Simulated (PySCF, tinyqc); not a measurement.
Inside a calculation. Method: FCI on RHF in the sto-3g basis, for H4, spin multiplicity 1. The lowest restricted solution is unstable here: a spin-polarised one lies 0.0433 hartree lower (PySCF). One step of it, computed by the program tinyqc.

Task: Iteration 1: building the Fock matrix. J_ij = sum D_kl (ij|kl), K_ij = sum D_kl (ik|jl); F = H + J - 0.5 K; E = tr D H + tr D J / 2 - 0.25 tr D K + E_nn.

D at the start, lower triangle:
```
           1H 1s      2H 1s     3H 1s     4H 1s
1H 1s   0.837479
2H 1s   0.837479   0.837479
3H 1s  -0.379977  -0.379977  0.837479
4H 1s  -0.379977  -0.379977  0.837479  0.837479
```

core Hamiltonian H = T + V (hartree), lower triangle:
```
           1H 1s      2H 1s      3H 1s      4H 1s
1H 1s  -1.797368
2H 1s  -1.115911  -1.797368
3H 1s  -0.951566  -0.619445  -1.797368
4H 1s  -0.619445  -0.951566  -1.115911  -1.797368
```

Two-electron integrals (ij|kl) in chemists' order, unique and non-zero (hartree):
```
(11|11) 0.774606   (21|11) 0.314890   (21|21) 0.162904   (22|11) 0.481968
(22|21) 0.314890   (22|22) 0.774606   (31|11) 0.254600   (31|21) 0.110675
(31|22) 0.180239   (31|31) 0.112017   (32|11) 0.131527   (32|21) 0.069790
(32|22) 0.137979   (32|31) 0.059379   (32|32) 0.037570   (33|11) 0.438670
(33|21) 0.202291   (33|22) 0.346063   (33|31) 0.254600   (33|32) 0.137979
(33|33) 0.774606   (41|11) 0.137979   (41|21) 0.069790   (41|22) 0.131527
(41|31) 0.059379   (41|32) 0.037139   (41|33) 0.131527   (41|41) 0.037570
(42|11) 0.180239   (42|21) 0.110675   (42|22) 0.254600   (42|31) 0.079913
(42|32) 0.059379   (42|33) 0.180239   (42|41) 0.059379   (42|42) 0.112017
(43|11) 0.202291   (43|21) 0.105298   (43|22) 0.202291   (43|31) 0.110675
(43|32) 0.069790   (43|33) 0.314890   (43|41) 0.069790   (43|42) 0.110675
(43|43) 0.162904   (44|11) 0.346063   (44|21) 0.202291   (44|22) 0.438670
(44|31) 0.180239   (44|32) 0.131527   (44|33) 0.481968   (44|41) 0.137979
(44|42) 0.254600   (44|43) 0.314890   (44|44) 0.774606
```

nuclear repulsion = 2.71645363 hartree

Give: Coulomb J; exchange K; Fock matrix F; total energy of this density.

Result:

Coulomb J (hartree), lower triangle:
```
       1H 1s  2H 1s  3H 1s  4H 1s
1H 1s  2.041
2H 1s  1.041  2.041
3H 1s  0.863  0.538  2.041
4H 1s  0.538  0.863  1.041  2.041
```

exchange K (hartree), lower triangle:
```
       1H 1s  2H 1s  3H 1s  4H 1s
1H 1s  1.102
2H 1s  0.891  1.102
3H 1s  0.487  0.420  1.102
4H 1s  0.420  0.487  0.891  1.102
```

Fock matrix F (hartree), lower triangle:
```
        1H 1s   2H 1s   3H 1s   4H 1s
1H 1s  -0.308
2H 1s  -0.520  -0.308
3H 1s  -0.332  -0.291  -0.308
4H 1s  -0.291  -0.332  -0.520  -0.308
```

total energy of this density = -1.88224 hartree
